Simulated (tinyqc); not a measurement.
Inside a calculation: Schottky barriers and band offsets from neutrality levels. Values are carried at full precision from step to step, so a last printed digit may differ when a step is redone from the rounded ones.

Pinning factor S = 1/(1 + 0.1 (eps - 1)^2); depth of the neutrality level below vacuum PhiN = chi + Eg - EN. Barrier for electrons phi_n = S (WM - PhiN) + (PhiN - chi), for holes phi_p = Eg - phi_n; effective work function PhiN + S (WM - PhiN).

Constants: e^2/(4 pi eps0) = 14.39964547 eV angstrom.

Inputs chosen for the exercise:
```
symbol  value  unit      meaning
Eg1     0.67   eV        gap of material 1, near Ge
chi1    4.03   eV        its electron affinity
eps1    16.25            its optical dielectric constant
EN1     0.08   eV        its neutrality level above the valence top
WM      5.06   eV        work function of a metal
Eg2     4.4    eV        gap of material 2, near Ta2O5
chi2    3.36   eV        its electron affinity
eps2    4.66             its optical dielectric constant
EN2     3.54   eV        its neutrality level above the valence top
dl      4.4    angstrom  width of the interface dipole layer
ei      2                its dielectric constant
```

## Barrier of a metal contact

Compare with the Schottky-Mott value WM - chi (S = 1) and full pinning (S = 0).

S = 0.0412
PhiN = 4.620 eV
phi_n = 0.608 eV
phi_p = 0.062 eV
phi_n for S = 1 and S = 0 (eV): [1.030, 0.590]

The barrier lies 4 % of the way from the pinned to the Schottky-Mott value.

## Band offsets of two materials

Offset of the conduction edges, dEc = Ec(2) - Ec(1) = (chi1 - PhiN1) - (chi2 - PhiN2) + S (PhiN1 - PhiN2), PhiN = chi + Eg - EN, S = 1/(1 + 0.1 (eps - 1)^2) of the material with the wider gap; dEv = Ev(1) - Ev(2) = Eg2 - Eg1 - dEc.

Compare with the affinity rule (S = 1) and aligned neutrality levels (S = 0).

PhiN1, PhiN2 (eV): [4.620, 4.220]

S = 0.4274
dEc = 0.441 eV
dEv = 3.289 eV
dEc for S = 1 and S = 0 (eV): [0.670, 0.270]

As a gate insulator on material 1, material 2 should offer 1 eV at each edge; it fails at the conduction edge (smaller barrier 0.44 eV, for electrons).

## The density of gap states that S implies

S and PhiN are those of material 1, from the metal contact. In the picture of a dipole layer, S = 1/(1 + 4 pi (e^2/4 pi eps0) D dl/ei) with D states per area and energy. The charge in the gap states is D (WM - PhiN) S electrons missing per area, and the dipole step is (1 - S)(WM - PhiN). 1 angstrom^-2 = 1e16 cm^-2.

D = 5.842e+14 1/(cm^2 eV)
electrons missing from the gap states (negative: in excess) = 1.06e+13 cm^-2
dipole step = 0.422 eV

A surface holds about 1e15 atoms per cm^2, so 1.1 % of an electron per atom makes this step.

## Checks

- Offset for S = 1 against the difference of the affinities (eV): both 0.670.

Run: tinyqc, `OMP_NUM_THREADS=1 python tinyqc.py 1880185 1880186 out.jsonl`; Intel(R) Xeon(R) Processor @ 2.30GHz, one thread, shared host; about 0.01 s of CPU time with all checks.
